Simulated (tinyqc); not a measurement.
Inside a calculation. Model: gated graphene, quantum capacitance.

Numbers from tinyqc (`OMP_NUM_THREADS=1 python tinyqc.py 2200047 2200048 out.jsonl`; about 0.01 s on one thread of a shared Intel Xeon 2.30GHz). Printed values are rounded.

phi is the Fermi level above the Dirac point, in volts; Vg is counted from the gate voltage of charge neutrality. Ideal linear bands, no charge puddles.

Parameters, values chosen for the exercise; values close to those of graphene: temperature T = 150 K; relative permittivity of the gate insulator (close to aluminium oxide) eox = 8.79; insulator thickness tox = 21 nm; Fermi velocity vF = 1.09e6 m/s; density of traps Dit = 1.9e12 cm^-2 eV^-1; gate voltage Vg = -1.02 V.

Constants: q = 1.602176634e-19 C, kB = 1.380649e-23 J/K, hbar = 1.054571817e-34 J s, Vt = kB T/q, eps0 = 8.8541878128e-14 F/cm where lengths are in cm. Results are converted to the units shown.

## Gate capacitance

Cox = eps0 eox/tox.

Cox = 0.3706110 uF/cm^2

## Starting value

phi = Vg.

phi at the start = -1.02 V

## Iteration 1: new phi

N0 = (2/pi)(kB T/(hbar vF))^2; n = N0 F1(phi/Vt), p = N0 F1(-phi/Vt), F1(e) = int_0^infinity u du/(1 + exp(u - e)) = -Li2(-exp(e)); Cq = q d(n - p)/dphi = (q N0/Vt) ln[2 (1 + cosh(phi/Vt))]. Newton: f = phi + q (n - p + Dit phi)/Cox - Vg, phi(new) = phi - f/(1 + (Cq + q Dit)/Cox).

n = 1.108491e-24 cm^-2
p = 6.437175e13 cm^-2
Cq = 20.21185 uF/cm^2
f = -28.66616 V
phi after iteration 1 = -0.5113556 V

## Iteration 2: new phi

As before.

n = 1.362797e-7 cm^-2
p = 1.620405e13 cm^-2
Cq = 10.13279 uF/cm^2
f = -6.916497 V
phi after iteration 2 = -0.2741819 V

## Iteration 3: new phi

As before.

n = 12.67999 cm^-2
p = 4.682815e12 cm^-2
Cq = 5.433063 uF/cm^2
f = -1.503803 V
phi after iteration 3 = -0.1829379 V

## Course of the iteration

Stop when the step is below 1e-10 V, or after 40 iterations.

Course of the iteration:

| iteration | phi before the step (V) | step (V) |
|---|---|---|
| 1 | -1.02 | 0.509 |
| 2 | -0.5113556 | 0.237 |
| 3 | -0.2741819 | 0.0912 |
| 4 | -0.1829379 | 0.0192 |
| 5 | -0.1637551 | 9.30e-4 |
| 6 | -0.1628251 | 2.20e-6 |
| 7 | -0.1628229 | 1.23e-11 |

Converged in 7 iterations.

## Charge and capacitances at the solution

converged phi = -0.1628229 V

N0 = (2/pi)(kB T/(hbar vF))^2; n = N0 F1(phi/Vt), p = N0 F1(-phi/Vt), F1(e) = int_0^infinity u du/(1 + exp(u - e)) = -Li2(-exp(e)); Cq = q d(n - p)/dphi = (q N0/Vt) ln[2 (1 + cosh(phi/Vt))]. 1/C_G = 1/Cox + 1/(Cq + q Dit); dphi/dVg = Cox/(Cox + Cq + q Dit).

n - p = -1.673435e12 cm^-2
Cq = 3.226425 uF/cm^2
C_G = 0.3354055 uF/cm^2
dphi/dVg = 0.09499315

C_G is 90.5 % of Cox; 16.0 % of the gate voltage has gone into phi.
